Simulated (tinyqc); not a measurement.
Inside a calculation. Model: chemical vapour deposition: Grove model, boundary layer, depletion and step coverage. Computed by tinyqc, a small Python program that keeps every step. Command: `OMP_NUM_THREADS=1 python tinyqc.py 3018804 3018805 out.jsonl cvd walk`. One thread of a shared host (Intel(R) Xeon(R) Processor @ 2.30GHz), about 0.03 s of CPU time with the checks. Intermediate numbers are printed to about 6 digits and carried at full precision; extremes and crossings named in words are read from the listed rows.

A precursor diffuses to the surface and reacts there at first order; each molecule that reacts adds one formula unit of film.

Inputs (values chosen for the exercise, close to those used for epitaxial silicon from a chlorosilane):

| quantity | value | unit |
|---|---|---|
| prefactor k0 of k_s | 1.4e+09 | cm/s |
| activation energy E | 1.93 | eV |
| temperature T | 980 | C |
| total pressure p | 760 | torr |
| mole fraction of the precursor Y | 0.0015 | - |
| gas diffusivity D0 at 273.15 K and 760 torr | 0.59 | cm^2/s |
| film density N | 5e+22 | formula units/cm^3 |
| precursor mass M | 170 | u |
| trench width w | 0.095 | um |
| aspect ratio of the trench | 8.3 | - |
| gas velocity U | 50 | cm/s |
| kinematic viscosity nu0 at 273.15 K and 760 torr | 0.61 | cm^2/s |
| susceptor length L | 21 | cm |
| channel height b | 7.3 | cm |

Reactor: horizontal, atmospheric.

Constants: k_B = 1.380649e-23 J/K; u = 1.6605390666e-27 kg; k_B = 8.617333262e-05 eV/K.

## Gas-phase and surface constants

k_s = k0 exp(-E/(k_B T)); C_g = Y p/(k_B T), 1 torr = 133.322 Pa; D = D0 (T/273.15)^1.75 (760/p). Temperatures in kelvin are T(C) + 273.15. Mean speed c = sqrt(8 k_B T/(pi M)); reactive sticking probability beta = 4 k_s/c.

surface rate constant k_s = 24.2254 cm/s

precursor density C_g = 8.78457e+15 1/cm^3

gas diffusivity D = 8.48507 cm^2/s

mean speed c = 39506.1 cm/s

sticking probability beta = 0.00245282

## Boundary layer

nu = nu0 (T/273.15)^1.75 (760/p); Re = U L/nu; mean boundary layer delta = (2/3) L/sqrt(Re), at most b/2; h_g = D/delta.

Reynolds number Re = 119.690

boundary layer delta = 1.27968 cm

mass-transfer coefficient h_g = 6.63064 cm/s

## Growth rate at the inlet

Fluxes in series: C_s = C_g/(1 + k_s/h_g); growth rate G = k_s h_g/(k_s + h_g) C_g/N; 1 cm/s = 6e8 nm/min.

ratio k_s/h_g = 3.65355

C_s/C_g = 0.214890

growth rate G at the inlet = 548.766 nm/min

Gas transport limits the rate, so the flow pattern sets uniformity.

## Depletion along the susceptor

Plug flow: U b dC/dx = -k_eff C with k_eff = k_s h_g/(k_s + h_g), so C falls as exp(-k_eff x/(U b)); the used share of the precursor is 1 - C(L)/C(0).

k_eff = 5.20578 cm/s

depletion length = 70.1143 cm

rate at the outlet over rate at the inlet = 0.741181

rate at the outlet = 406.735 nm/min

25.9 % of the precursor is used.

## Reaction control against transport control

The formulas are those given above.

Rates:

| T (C) | k_s (cm/s) | h_g (cm/s) | G (nm/min) | reaction limit (nm/min) | transport limit (nm/min) |
|---|---|---|---|---|---|
| 780 | 8.13286e-01 | 5.69484 | 89.265 | 102.0 | 714.325 |
| 830 | 2.13235e+00 | 5.93073 | 187.817 | 255.3 | 710.196 |
| 880 | 5.14245e+00 | 6.16528 | 321.193 | 589.1 | 706.271 |
| 930 | 1.15267e+01 | 6.39856 | 451.759 | 1265.6 | 702.534 |
| 980 | 2.42254e+01 | 6.63064 | 548.766 | 2553.7 | 698.967 |
| 1030 | 4.80930e+01 | 6.86156 | 608.711 | 4875.2 | 695.557 |
| 1080 | 9.07579e+01 | 7.09137 | 642.120 | 8860.2 | 692.292 |
| 1130 | 1.63693e+02 | 7.32013 | 659.660 | 15411.0 | 689.159 |
| 1180 | 2.83498e+02 | 7.54787 | 668.355 | 25771.8 | 686.149 |

The apparent activation energy of G is 1.49 eV between the first rows and 0.05 eV between the last, against E = 1.93 eV. k_s passes h_g between 880 and 930 C, where control shifts from the surface to the gas. In the reaction limit the slope is E - k_B T, because C_g falls as 1/T; any further lowering comes from transport.

## Step coverage in a trench

In a long trench of width w and depth l = aspect ratio x w: Knudsen diffusivity D_K = (2w) c/3 (hydraulic diameter 2w), combined as 1/D_e = 1/D_K + 1/D; D_e d2C/dz2 = 2 k_s C/w with D_e dC/dz = -k_s C at the floor. With m = sqrt(2 k_s/(w D_e)): C(floor)/C(top) = 1/[cosh(m l) + (k_s/(D_e m)) sinh(m l)].

Knudsen diffusivity D_K = 0.250205 cm^2/s

effective diffusivity D_e = 0.243039 cm^2/s

modulus m l = 0.361204

step coverage = 0.931118

Wall collisions limit transport in the trench; then m l = aspect ratio x sqrt(3 beta)/2, 0.3560, whatever the width. Caution: the hydraulic-diameter form of D_K is rough for a slit.

Checks made by the program: step coverage against a numerical boundary-value solution (relative difference 3e-10).
